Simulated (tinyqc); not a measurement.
Deep-level transient spectroscopy: amplitude against reverse bias.

Schottky contact on an n-type layer with shallow donors Nd (all ionised) and a donor-like deep trap, neutral when filled and positive when empty; depletion approximation. Traps within lam of the depletion edge stay filled. A long pulse to Vp fills the traps beyond x1 = Wp - lam; back at Vr those between x1 and x2 = Wr - lam emit. A rate window reads S = C(t2) - C(t1).

lam = sqrt(2 eps0 eps_r (EF - ET)/(q Nd)), EF - ET = Et - (kB T/q) ln(Nc(T)/Nd), Nc(T) = Nc (T/300 K)^1.5. In the steady state at the band bending V, 2 eps0 eps_r V/q = Nd W^2 + Nt (W - lam)^2 (the second term only if W > lam). W(t)^2 = Wr^2 + (Nt/Nd)(x2^2 - x1^2) exp(-en t), C = eps0 eps_r/W; for small Nt, dC/C = -(Nt/2 Nd) G exp(-en t) with G = (x2^2 - x1^2)/Wr^2. Listed at t = 0.

Inputs (values chosen for the exercise); material values close to those of silicon:
- eps_r = 11.6 (relative permittivity)
- Nc = 2.84e19 cm^-3 (conduction-band density of states at 300 K)
- Nd = 4.2e16 cm^-3 (shallow donor density)
- Vbi = 0.65 V (built-in voltage)
- Et = 0.16 eV (depth of the trap below the conduction edge)
- Nt = 8.8e15 cm^-3 (trap density)
- Vp = 0 V (reverse bias during the filling pulse)
- T = 89 K (temperature of the transient)

Constants: q = 1.602176634e-19 C, kB = 1.380649e-23 J/K, eps0 = 8.8541878128e-14 F/cm where lengths are in cm. Results are converted to the units shown.

Amplitude against reverse bias:
```
Vr (V)  Wr (nm)       G  dC(0)/C (%)  2 Nd |dC|/C (cm^-3)
0.5       179.4  0.2567       -2.585             2.172e15
3.3       325.5  0.6045       -5.789             4.863e15
6.1       422.7  0.6986       -6.602             5.546e15
8.9       501.1  0.7470       -7.013             5.891e15
11.6      566.2  0.7769       -7.263             6.101e15
14.4      626.5  0.7989       -7.446             6.255e15
17.2      681.5  0.8154       -7.584             6.370e15
20        732.2  0.8285       -7.691             6.461e15
```

G rises from 0.257 to 0.828, since lam = 61.5 nm and x1 weigh less in a wider layer. The simple estimate 2 Nd |dC|/C reaches 24.7 % of the true Nt in the first row and 73.4 % in the last. That is below G (82.8 %), since with Nt/Nd = 0.21 dC/C is no longer linear in Nt. In every row T is below 110 K, where shallow donors begin to freeze out; the model keeps them ionised.

Range of the model: With Nt above a tenth of Nd the edge x2 moves during the transient, which this model holds fixed, and the transient is not a plain exponential.

Computed by the program tinyqc: `OMP_NUM_THREADS=1 python tinyqc.py 2050007 2050008 out.jsonl`, one thread of a shared Intel Xeon 2.30GHz, about 0.01 s for the whole run.
